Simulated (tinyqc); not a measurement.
Temperature and isotope dependence of a band gap in oscillator models, step by step. Values are carried at full precision from step to step, so a last printed digit may differ when a step is redone from the rounded ones.

E(T) = E0 - sum_i sl_i th_i n_i(T), n = 1/(exp(th/T) - 1). The same coupling lowers the gap at 0 K by the zero-point term ZP = sum_i sl_i th_i/2, so the gap of the static lattice is E0 + ZP. Thermal expansion is taken as part of the slopes.

Inputs chosen for the exercise (near those of GaAs; not measured data):
- E0 = 1.507 eV (gap at 0 K)
- th = (93, 293) K (temperatures of two oscillators)
- sl = (0.0874, 0.3726) meV/K (their high-temperature slopes)
- T = 300 K (temperature)
- M = 72.31 u (mean atomic mass)
- dM = 1.61 u (change of the mean mass (not bounded by the natural isotopes))
- T12 = (200, 410) K (temperatures of the fits)

## The gap at T

Give the occupations, the two terms, the gap, ZP and the static gap.

n_i: [2.75160, 0.60401]

terms (meV): [22.366, 65.941]

E(T) = 1.4187 eV
ZP = 58.65 meV
static gap = 1.5656 eV

The thermal fall, 88.3 meV, is larger than the zero-point term, 58.6 meV; the soft oscillator supplies 25 % of the fall but 7 % of ZP. A calculation with clamped ions should be compared with the static gap.

## Slope and asymptote

dE/dT = -sum sl_i (th_i/T)^2 n_i (1 + n_i). At high T, n -> T/th - 1/2, so E -> E0 + ZP - (sum sl_i) T. Give the slope, its ratio to the limit, and the value at 0 K of the tangent drawn at T.

dE/dT = -0.4310 meV/K
ratio to the limiting slope = 0.9371
intercept of the tangent = 1.5480 eV
intercept - E0 = 41.01 meV

The tangent recovers 70 % of ZP: the extrapolation works only from T well above the higher oscillator (293 K).

## Isotope effect

With M -> M + dM the oscillator temperatures scale as M^(-1/2) and the slopes stay. Give th, ZP, E0 (static gap fixed) and E(T) for the new mass, and the linear rule dE0 = ZP dM/(2 M).

th (K): [91.98, 289.79]

ZP = 58.008 meV
shift of E0 = 0.642 meV
linear rule = 0.653 meV
shift of E(T) = 0.192 meV

The heavier crystal has the wider gap. At 300 K 30 % of the shift at 0 K is left; it fades at high T, where the motion is classical and the mean-square amplitude no longer depends on mass.

## Two common fits

Two-parameter forms are made to pass through the falls at the two temperatures T12: Varshni aV T^2/(T + bV), from the line T^2/fall = (T + bV)/aV; one oscillator s1 t1/(exp(t1/T) - 1), with t1 from the ratio of the falls.

Give the falls and the parameters.

falls (meV): [46.5383, 136.5503]

aV = 0.5652 meV/K
bV = 286 K
t1 = 243.8 K
s1 = 0.4550 meV/K
ZP of the one-oscillator fit = 55.4 meV

The limiting slope of the model is 0.4600 meV/K; Varshni puts it +23 % off and one oscillator -1 %. The ZP of the fit differs from the true one by -3.2 meV.

## Checks

- Slope by finite differences against the formula (meV/K): both 0.43105.
- Fall at 20 times the higher oscillator temperature against the asymptote (meV): 2637.4 against 2636.9.

Program tinyqc; command `OMP_NUM_THREADS=1 python tinyqc.py 1880592 1880593 out.jsonl`; about 0.01 s on one thread of a shared Intel(R) Xeon(R) Processor @ 2.30GHz.
